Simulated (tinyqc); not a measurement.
p-type polysilicon, carrier trapping at grain boundaries: two steps of the calculation.

One-dimensional grains of size Lg, uniform ionised doping N, monovalent traps Qt at each boundary at a depth Et below (for electrons) or above (for holes) the band edge there, abrupt depletion of width W on each side of a boundary, Boltzmann statistics. xi is the distance from the band edge at the grain centre to the Fermi level. Trapped charge Qt/(1 + exp((xi + VB - Et)/Vt)) = 2 N W, barrier VB = q N W^2/(2 eps0 eps_r).

Parameters, values chosen for the exercise; values of the order met in polycrystalline silicon:
```
symbol,value,unit,meaning
T,350,K,temperature
eps_r,11.7,,relative permittivity
NB,3.34e19,cm^-3,valence-band density of states at T
Lg,34,nm,grain size
Qt,3.8e12,cm^-2,trap density of a grain boundary
Et,0.39,eV,depth of the trap level from the majority band edge at the boundary
ms,0.39,m0,mass for thermionic emission
fe,0.25,,correction factor of the emission rate
mug,180,cm^2/(V s),mobility inside the grains
N,5.6e18,cm^-3,doping
```

Constants: q = 1.602176634e-19 C, kB = 1.380649e-23 J/K, m0 = 9.1093837015e-31 kg, Vt = kB T/q, eps0 = 8.8541878128e-14 F/cm where lengths are in cm. Results are converted to the units shown.

Problem 1. Depletion width, Fermi level and barrier. If the trap equation with xi = Vt ln(NB/N) has a root W < Lg/2, the grain is partly depleted; otherwise W = Lg/2 and the trap equation gives xi = Et - VB + Vt ln(Qt/(N Lg) - 1). N* = Qt/Lg.

Find: N*; W; xi; VB; share of traps filled.

Solution 1.

N* = 1.118e18 cm^-3
W = 3.393 nm
xi = 0.05386 V
VB = 0.04984 V
share of traps filled = 0.9999

N is 5.01 N*, and the grain is partly depleted; VB = 1.65 Vt.

Problem 2. Resistivity and effective mobility. n0 = NB exp(-xi/Vt); mean density n0 (1 - 2 W/Lg) by charge balance in a partly depleted grain, and n0 (sqrt(pi)/2) erf(u)/u with u = sqrt(VB/Vt) in a fully depleted one; v = sqrt(kB T/(2 pi ms m0)); barrier resistivity Vt exp(VB/Vt)/(q fe n0 v Lg); grain resistivity (1 - 2 W/Lg)/(q n0 mug); effective mobility 1/(q mean density total resistivity).

W = 3.3926013 nm
xi = 0.053860595 V
VB = 0.049842460 V

Wanted: n0; mean density; v; barrier resistivity; grain resistivity; resistivity; effective mobility.

Solution 2.

n0 = 5.6000e18 cm^-3
mean density = 4.4824e18 cm^-3
v = 4.6527e6 cm/s
barrier resistivity = 0.044373 ohm cm
grain resistivity = 4.9563e-3 ohm cm
resistivity = 0.049329 ohm cm
effective mobility = 28.228 cm^2/(V s)

The resistivity is 7.97 times that of a single crystal with the same N and mobility mug, and the mean density is 80.0 % of N.

tinyqc, about 0.01 s, one thread, Intel Xeon 2.30GHz (shared host): `OMP_NUM_THREADS=1 python tinyqc.py 2830138 2830139 out.jsonl`
